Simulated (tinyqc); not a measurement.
Thin-film transistor with exponential tail and deep states, accumulation layer: one step of the calculation.

An undoped film in accumulation, thicker than the space-charge layer. With band bending psi the Fermi level lies E0 - psi below the band edge. Free electrons n = n0 exp(psi/Vt) carry the current; electrons in two exponential distributions of traps, a = a0 exp(psi/Va) and d = d0 exp(psi/Vp), do not. Linear regime, ohmic contacts, traps in equilibrium.

Problem. Bulk densities. Va = kB Tt/q, Vp = kB Td/q; n0 = Nc exp(-E0/Vt), a0 = Nt th(T/Tt) exp(-E0/Va), d0 = Nd th(T/Td) exp(-E0/Vp), th(x) = pi x/sin(pi x).

Inputs (values chosen for the exercise); values close to those of amorphous silicon: temperature T = 250 K; density of extended states Nc = 4.7e19 cm^-3; total density of tail states Nt = 9.9e19 cm^-3; characteristic temperature of the tail Tt = 350 K; total density of deep states Nd = 5.9e17 cm^-3; characteristic temperature of the deep states Td = 1200 K; bulk Fermi level below the band edge E0 = 0.69 eV.

Constants: q = 1.602176634e-19 C, kB = 1.380649e-23 J/K, Vt = kB T/q. Results are converted to the units shown.

Wanted: Va; Vp; th(T/Tt); n0; a0; d0.

Solution.

Va = 0.030161 V
Vp = 0.10341 V
th(T/Tt) = 2.8702
n0 = 5.7851e5 cm^-3
a0 = 3.2960e10 cm^-3
d0 = 8.0249e14 cm^-3

Numbers from tinyqc (`OMP_NUM_THREADS=1 python tinyqc.py 2610010 2610011 out.jsonl`; about 0.01 s on one thread of a shared Intel Xeon 2.30GHz).
